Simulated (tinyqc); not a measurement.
What each parameter does: eight-band Kane k.p model.

Eight-band Kane model, basis S, X, Y, Z times spin, zero of energy at the top of the unstrained valence band, c = hbar^2/2m0. Within each spin: H_SS = Eg + A c k^2, H_SX = i P kx (likewise Y, Z), H_XX = -Dso/3 + L kx^2 + M (ky^2 + kz^2), H_XY = N kx ky, and cyclic. Spin-orbit term (Dso/3) L.sigma on X, Y, Z with (L_k)_ij = -i epsilon_kij: <X+|H|Y+> = -i Dso/3, <X+|H|Z-> = Dso/3, <Y+|H|Z-> = -i Dso/3, <Z+|H|X-> = -Dso/3, <Z+|H|Y-> = i Dso/3, <X-|H|Y-> = i Dso/3, and their conjugates; + and - are the spin along z. Terms from inversion asymmetry are left out, so every level is twofold.

P = sqrt(Ep c); A = 1/me - Ep (Eg + 2 Dso/3)/(Eg (Eg + Dso)) keeps the electron mass; g1' = g1 - Ep/(3 Eg), g2' = g2 - Ep/(6 Eg), g3' = g3 - Ep/(6 Eg) remove the coupling to S that the Luttinger values already hold; L = -c (g1' + 4 g2'), M = -c (g1' - 2 g2'), N = -6 c g3'.

Constants: hbar^2/2m0 = 3.80998211 eV angstrom^2.

Inputs chosen for the exercise (near those of Ge; shifted at random, so the results belong to these values and not to a real crystal): Eg = 0.899 eV (gap at Gamma to the s-like level); Dso = 0.288 eV (spin-orbit splitting); Ep = 26.5 eV (Kane energy); me = 0.0378 m0 (electron mass at Gamma); g1 = 13.41 (Luttinger gamma1); g2 = 4.25 (gamma2); g3 = 5.7 (gamma3); kmax = 0.1 1/angstrom (end of the path).

Unstrained; levels at |k| = kmax along [111], all derived values formed anew.

One parameter was then changed.

Results before and after:
```
case     conduction (eV)  heavy hole (eV)  light hole (eV)  split-off (eV)
base              1.4410          -0.0766          -0.2501         -0.9373
changed           1.4625          -0.1200          -0.2901         -0.8753
```

Which of these changes was made? (a) g3 = 5.13; (b) Eg = 0.8091 eV; (c) g2 = 3.825; (d) g1 = 12.069; (e) me = 0.0416 m0; (f) Dso = 0.3168 eV; (g) Ep = 29.15 eV.

Answer: (a) g3 = 5.13. Of the candidates, run in turn, only this one gives the changed row.

All candidates:
```
case             conduction (eV)  heavy hole (eV)  light hole (eV)  split-off (eV)
base                      1.4410          -0.0766          -0.2501         -0.9373
Eg = 0.8091 eV            1.3309          -0.0766          -0.2512         -0.8977
Dso = 0.3168 eV           1.4443          -0.0766          -0.2650         -0.9479
Ep = 29.15 eV             1.4377          -0.0766          -0.2514         -0.9236
me = 0.0416 m0            1.3719          -0.0766          -0.2515         -0.9590
g1 = 12.069               1.4536          -0.0255          -0.1998         -0.8981
g2 = 3.825                1.4410          -0.0766          -0.2501         -0.9373
g3 = 5.13                 1.4625          -0.1200          -0.2901         -0.8753
```

Along [111] the heavy hole follows g1 - 2 g3 alone.

Computed by tinyqc, a small Python program: `OMP_NUM_THREADS=1 python tinyqc.py 1081111 1081112 out.jsonl` (the numbers bound the seed that draws the inputs); one thread of a shared host (Intel(R) Xeon(R) Processor @ 2.30GHz), about 0.07 s for the whole set of steps.
